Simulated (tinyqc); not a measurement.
Free and trapped electrons in a MOS channel with a dense trap tail: one step of the calculation.

p-type body, charge-sheet picture, full ionisation (an idealisation for deep acceptors), Boltzmann statistics for free electrons. e = Ec - EF at the surface. Acceptor-like traps of density D(E) = D0 + De exp(-E/Ew) at depth E below Ec, from 0 to Eu, hold n_t = integral of D(E)/(1 + exp((e - E)/Vt)). psi = Eg - Vt ln(Nv/Na) - e; N_dep = sqrt(2 eps0 eps_r Na (psi - Vt)/q); n_f = sqrt(N_dep^2 + 2 eps0 eps_r Vt Nc exp(-e/Vt)/q) - N_dep; Vg = Vfb + psi + q (N_dep + n_t + n_f)/Cox, Cox = eps0 eox/tox.

Problem. Charges and gate voltage. psi, N_dep, n_f and Vg as defined, with the n_t given; free share n_f/(n_f + n_t); apparent mobility mf n_f/(n_f + n_t); gate voltage spent on traps q n_t/Cox.

Parameters, values chosen for the exercise; band and dielectric values close to those of 4H silicon carbide:
- T = 475 K (temperature)
- Eg = 3.22 eV (band gap)
- eps_r = 9.54 (relative permittivity)
- Nc = 3.37e19 cm^-3 (conduction-band density of states at T)
- Nv = 5.04e19 cm^-3 (valence-band density of states at T)
- eox = 3.9 (relative permittivity of the insulator)
- tox = 57 nm (insulator thickness)
- Na = 5e16 cm^-3 (acceptor density)
- Vfb = -2.48 V (flat-band voltage without trapped charge)
- mf = 120 cm^2/(V s) (mobility of free electrons)
- e = 0.111 eV (Ec - EF at the surface)

Constants: q = 1.602176634e-19 C, kB = 1.380649e-23 J/K, Vt = kB T/q, eps0 = 8.8541878128e-14 F/cm where lengths are in cm. Results are converted to the units shown.

n_t = 8.8995694e11 cm^-2

Find: psi; N_dep; n_f; Vg; free share; apparent mobility; gate voltage spent on traps.

Solution.

psi = 2.8259 V
N_dep = 1.2117e12 cm^-2
n_f = 3.4851e11 cm^-2
Vg = 6.8259 V
free share = 28.140 %
apparent mobility = 33.768 cm^2/(V s)
gate voltage spent on traps = 2.3536 V

Program tinyqc, `OMP_NUM_THREADS=1 python tinyqc.py 2222130 2222131 out.jsonl`; Intel Xeon 2.30GHz, shared host, one thread, about 0.02 s.
